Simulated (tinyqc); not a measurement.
Inside a calculation: model-solid line-up of a strained alloy layer on a substrate. Values are carried at full precision from step to step, so a last printed digit may differ when a step is redone from the rounded ones.

All values of the alloy are linear in x but the gap, Eg(x) = (1 - x) Eg_A + x Eg_B - C x (1 - x), and the valence edge, Ev(x) = (1 - x) Ev_A + x Ev_B + fv C x (1 - x); Ec = Ev + Eg. Ev is the top of the unstrained valence band on a scale common to all materials. In the layer only the Gamma valley of the conduction band is followed, also where an X or L valley would lie lower.

Values chosen for the exercise (A near GaP, B near InP, substrate near Ge; shifted at random, so the results belong to these values and not to a real crystal): a = (5.449, 5.868) angstrom (lattice constant of A, B); Eg = (2.849, 1.438) eV (gap at Gamma to the s-like level of A, B); Dso = (0.079, 0.108) eV (spin-orbit splitting of A, B); Ev = (-1.29, -0.94) eV (top of the unstrained valence band of A, B); ac = (-8.31, -5.93) eV (conduction deformation potential of A, B); av = (1.7, 0.6) eV (valence hydrostatic potential of A, B); b = (-1.61, -1.98) eV (tetragonal shear potential of A, B); d = (-4.61, -4.99) eV (trigonal shear potential of A, B); C11 = (141, 102.3) GPa (of A, B); C12 = (61.1, 55.8) GPa (of A, B); C44 = (69.8, 45.5) GPa (of A, B); C = 0.661 eV (bowing of the gap); fv = 0.3 (share of the bowing taken by the valence edge); x = 0.77 (fraction of B); a_s = 5.65 angstrom (substrate); face = 001 (growth face); Eg_s = 0.743 eV (lowest gap of the substrate); Ev_s = -0.35 eV (substrate valence edge).

## Values of the alloy

Interpolate.

Alloy at x (a in angstrom, C11, C12, C44 in GPa, all else in eV):
```
symbol     value
a         5.7716
Eg        1.6455
Dso       0.1013
Ev       -0.9854
ac       -6.4774
av        0.8530
b        -1.8949
d        -4.9026
C11     111.2010
C12      57.0190
C44      51.0890
```

## Strain on the (001) substrate

Coherent growth on a (001) face: e_par = (a_s - a)/a, e_perp = -2 (C12/C11) e_par; exx = eyy = e_par, ezz = e_perp, no shear.

Use the values of the alloy.

e_par = -0.021074
e_perp = 0.021611

strain tensor in the cubic axes:
```
           x          y         z
x  -0.021074   0.000000  0.000000
y   0.000000  -0.021074  0.000000
z   0.000000   0.000000  0.021611
```

The layer is under compression in the plane; its volume changes by -2.054 %. Above 2 % only a few nanometres stay coherent, and linear deformation potentials lose accuracy.

## Strained band edges

Strained edges: Ec + ac tr(e); the valence edges are Ev plus the levels of the 6 x 6 matrix of X, Y, Z times spin with -Dso/3 + l exx + m (eyy + ezz) on the diagonal (cyclic), n exy off it, l = av + 2 b, m = av - b, n = sqrt(3) d. Spin-orbit term (Dso/3) L.sigma on X, Y, Z with (L_k)_ij = -i epsilon_kij: <X+|H|Y+> = -i Dso/3, <X+|H|Z-> = Dso/3, <Y+|H|Z-> = -i Dso/3, <Z+|H|X-> = -Dso/3, <Z+|H|Y-> = i Dso/3, <X-|H|Y-> = i Dso/3, and their conjugates; + and - are the spin along z.

Give the hydrostatic shifts, the strain block and the edges.

ac tr(e), av tr(e) (eV): 0.1330  -0.0175

strain block (eV):
```
        X       Y        Z
X  0.0634       0        0
Y       0  0.0634        0
Z       0       0  -0.1793
```

Ec and the three valence edges from the top (eV): 0.7931  -0.9220  -0.9792  -1.2088

strained gap = 1.7151 eV

Strain moves the gap by +70 meV: +151 meV from the volume and -81 meV from the splitting of the valence edge, which always raises the top.

## Offsets against the substrate material

dEc = Ec(substrate) - Ec(layer), dEv = Ev(layer) - Ev(substrate); positive values confine the carrier in the layer. Type I: both of one sign; type II: opposite signs; type III: the gaps do not overlap.

Give also the smallest gap across the interface, min Ec - max Ev.

dEc = -0.4001 eV
dEv = -0.5720 eV

type: I

smallest gap = 0.7430 eV

Both carriers collect in the substrate material; the conduction band takes 41 % of the gap difference. Where the alloy is indirect its X or L edge, left out, lies lower and changes dEc.

## Checks

- Valence edges against the closed form for (001) strain: they agree to 1e-10 or better.

tinyqc: `OMP_NUM_THREADS=1 python tinyqc.py 1081386 1081387 out.jsonl`; about 0.02 s, one thread, shared Intel(R) Xeon(R) Processor @ 2.30GHz.
